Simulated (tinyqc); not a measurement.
Inside a calculation. Method: RKS/PBE0 in the sto-3g basis, for BeH2, spin multiplicity 1. One step of it, computed by the program tinyqc.

Question. Iteration 1: diagonalisation and new density. Diagonalise F' = X^T F X, C = X C', fill 3 alpha and 3 beta electrons from the bottom; D = 2 C_occ C_occ^T; the new density keeps 0.5 of the old one (damping). Each column has its largest component positive (the first on a tie).

Kohn-Sham matrix F (hartree), order 1Be 1s, 1Be 2s, 1Be 2px, 1Be 2py, 1Be 2pz, 2H 1s, 3H 1s:
```
[[-6.319256, -1.548900, 0.000000, 0.000000, 0.000000, -0.185477, -0.185477],
 [-1.548900, -0.932031, 0.000000, 0.000000, 0.000000, -0.211181, -0.211181],
 [0.000000, 0.000000, -0.548849, 0.000000, 0.004325, 0.000000, 0.000000],
 [0.000000, 0.000000, 0.000000, -0.446622, 0.000000, -0.167858, 0.167858],
 [0.000000, 0.000000, 0.004325, 0.000000, -0.453529, 0.000000, 0.000000],
 [-0.185477, -0.211181, 0.000000, -0.167858, 0.000000, 0.013785, -0.014382],
 [-0.185477, -0.211181, 0.000000, 0.167858, 0.000000, -0.014382, 0.013785]]
```

X, order 1Be 1s, 1Be 2s, 1Be 2px, 1Be 2py, 1Be 2pz, 2H 1s, 3H 1s:
```
[[1.028346, -0.147791, 0.000000, 0.000000, 0.000000, 0.020181, 0.020181],
 [-0.147791, 1.122712, 0.000000, 0.000000, 0.000000, -0.188794, -0.188794],
 [0.000000, 0.000000, 1.000000, 0.000000, 0.000000, 0.000000, 0.000000],
 [0.000000, 0.000000, 0.000000, 1.165786, 0.000000, -0.261657, 0.261657],
 [0.000000, 0.000000, 0.000000, 0.000000, 1.000000, 0.000000, 0.000000],
 [0.020181, -0.188794, 0.000000, -0.261657, 0.000000, 1.129193, -0.041192],
 [0.020181, -0.188794, 0.000000, 0.261657, 0.000000, -0.041192, 1.129193]]
```

D at the start, order 1Be 1s, 1Be 2s, 1Be 2px, 1Be 2py, 1Be 2pz, 2H 1s, 3H 1s:
```
[[0.015256, -0.095970, 0.000000, 0.000000, 0.000000, 0.138390, 0.138390],
 [-0.095970, 0.603711, 0.000000, 0.000000, 0.000000, -0.870562, -0.870562],
 [0.000000, 0.000000, 1.996557, 0.000000, -0.082913, 0.000000, 0.000000],
 [0.000000, 0.000000, 0.000000, 0.839676, 0.000000, -1.123079, 1.123079],
 [0.000000, 0.000000, -0.082913, 0.000000, 0.003443, 0.000000, 0.000000],
 [0.138390, -0.870562, 0.000000, -1.123079, 0.000000, 2.757500, -0.246768],
 [0.138390, -0.870562, 0.000000, 1.123079, 0.000000, -0.246768, 2.757500]]
```

overlap S, order 1Be 1s, 1Be 2s, 1Be 2px, 1Be 2py, 1Be 2pz, 2H 1s, 3H 1s:
```
[[1.000000, 0.259517, 0.000000, 0.000000, 0.000000, 0.030638, 0.030638],
 [0.259517, 1.000000, 0.000000, 0.000000, 0.000000, 0.320125, 0.320125],
 [0.000000, 0.000000, 1.000000, 0.000000, 0.000000, 0.000000, 0.000000],
 [0.000000, 0.000000, 0.000000, 1.000000, 0.000000, 0.405697, -0.405697],
 [0.000000, 0.000000, 0.000000, 0.000000, 1.000000, 0.000000, 0.000000],
 [0.030638, 0.320125, 0.000000, 0.405697, 0.000000, 1.000000, 0.007132],
 [0.030638, 0.320125, 0.000000, -0.405697, 0.000000, 0.007132, 1.000000]]
```

Give: F' = X^T F X; orbital energies; coefficients C; D after iteration 1.

Answer.

F' = X^T F X (hartree):
```
[[-6.245, -0.655, 0.000, 0.000, 0.000, -0.024, -0.024],
 [-0.655, -0.641, 0.000, 0.000, 0.000, -0.104, -0.104],
 [0.000, 0.000, -0.549, 0.000, 0.004, 0.000, 0.000],
 [0.000, 0.000, 0.000, -0.398, 0.000, -0.124, 0.124],
 [0.000, 0.000, 0.004, 0.000, -0.454, 0.000, 0.000],
 [-0.024, -0.104, 0.000, -0.124, 0.000, 0.146, -0.037],
 [-0.024, -0.104, 0.000, 0.124, 0.000, -0.037, 0.146]]
```

orbital energies (hartree): [-6.321, -0.593, -0.549, -0.453, -0.447, 0.137, 0.232]

coefficients C, order 1Be 1s, 1Be 2s, 1Be 2px, 1Be 2py, 1Be 2pz, 2H 1s, 3H 1s:
```
[[1.005, -0.256, 0.000, 0.000, 0.000, 0.073, 0.000],
 [-0.020, 1.057, 0.000, 0.000, 0.000, -0.485, 0.000],
 [0.000, 0.000, 0.999, 0.045, 0.000, 0.000, 0.000],
 [0.000, 0.000, 0.000, 0.000, 1.023, 0.000, -0.670],
 [0.000, 0.000, -0.045, 0.999, 0.000, 0.000, 0.000],
 [0.004, -0.034, 0.000, 0.000, -0.030, 0.792, 0.867],
 [0.004, -0.034, 0.000, 0.000, 0.030, 0.792, -0.867]]
```

D after iteration 1, order 1Be 1s, 1Be 2s, 1Be 2px, 1Be 2py, 1Be 2pz, 2H 1s, 3H 1s:
```
[[1.083, -0.338, 0.000, 0.000, 0.000, 0.082, 0.082],
 [-0.338, 1.420, 0.000, 0.000, 0.000, -0.471, -0.471],
 [0.000, 0.000, 1.996, 0.000, -0.087, 0.000, 0.000],
 [0.000, 0.000, 0.000, 0.420, 0.000, -0.562, 0.562],
 [0.000, 0.000, -0.087, 0.000, 0.004, 0.000, 0.000],
 [0.082, -0.471, 0.000, -0.562, 0.000, 1.380, -0.122],
 [0.082, -0.471, 0.000, 0.562, 0.000, -0.122, 1.380]]
```
